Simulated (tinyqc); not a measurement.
Thermal resistances of a two-die stack.

Question. Heat leaves through the lower die only, and the system is linear. Find the resistance R1 from the lower die to the coolant, R2 between the dies, and the rise of the upper die when both are powered.

Values chosen for this exercise:
```
symbol  value  unit                 meaning
P1         23     W  power of the lower die
P2        6.2     W  power of the upper die
```

rises of the lower and upper die with only the lower one powered (K): [18.4, 18.4]
rises of the lower and upper die with only the upper one powered (K): [4.96, 6.324]

Answer. With only the lower die powered no heat crosses R2, so both dies rise by P1 R1; the difference in the second test is P2 R2; rises add.

R1 = 0.800 K/W
R2 = 0.220 K/W
rise of the upper die = 24.7 K

Computed by the program tinyqc: `OMP_NUM_THREADS=1 python tinyqc.py 2162122 2162123 out.jsonl`, one thread of a shared Intel Xeon 2.30GHz, about 0.03 s for the whole run.
